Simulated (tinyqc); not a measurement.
Rectangular fin or nanosheet with a gate all round, subbands and threshold shift from confinement: one step of the calculation.

Undoped body with a flat potential across it, hard walls, transport along x. One isotropic valley (g = 1, mx = my = mz = me). Non-parabolicity enters the subband edges through E (1 + al E) = gamma, so E = 2 gamma/(1 + sqrt(1 + 4 al gamma)); motion within a subband is taken as parabolic with the band-edge mass. Energies are counted from the bulk band edge.

Task. Lowest subbands. gamma = C pi^2 [a^2/(my (t + dl)^2) + b^2/(mz (H + dl)^2)], C = hbar^2/(2 m0). List the 6 lowest, labelled by quantum numbers, with degeneracy g and N_k: N_k = g sqrt(2 mx m0 kB T/(pi hbar^2)).

Parameters, values chosen for the exercise; masses close to those of InAs:

| symbol | value | unit | meaning |
|---|---|---|---|
| T | 400 | K | temperature |
| me | 0.0231 | m0 | mass at the band edge |
| al | 2.5 | 1/eV | non-parabolicity |
| t | 4.7 | nm | width (along y) |
| dl | 0 | nm | widening of the box by penetration into the insulator |
| H | 18.8 | nm | height (along z) |

Constants: q = 1.602176634e-19 C, kB = 1.380649e-23 J/K, hbar = 1.054571817e-34 J s, m0 = 9.1093837015e-31 kg, hbar^2/(2 m0) = 0.0380998212 eV nm^2. Results are converted to the units shown.

Give: E_k; g; N_k.

Result.

```
subband  E_k (eV)  g  N_k (cm^-1)
1,1       0.39430  1     8.1562e5
1,2       0.43911  1     8.1562e5
1,3       0.50751  1     8.1562e5
1,4       0.59343  1     8.1562e5
1,5       0.69181  1     8.1562e5
1,6       0.79899  1     8.1562e5
```

Range of the model: Non-parabolicity also makes carriers heavier within each subband, which is left out, so densities of states are understated at high energy.

Computed by the program tinyqc: `OMP_NUM_THREADS=1 python tinyqc.py 2350039 2350040 out.jsonl`, one thread of a shared Intel Xeon 2.30GHz, about 0.1 s for the whole run.
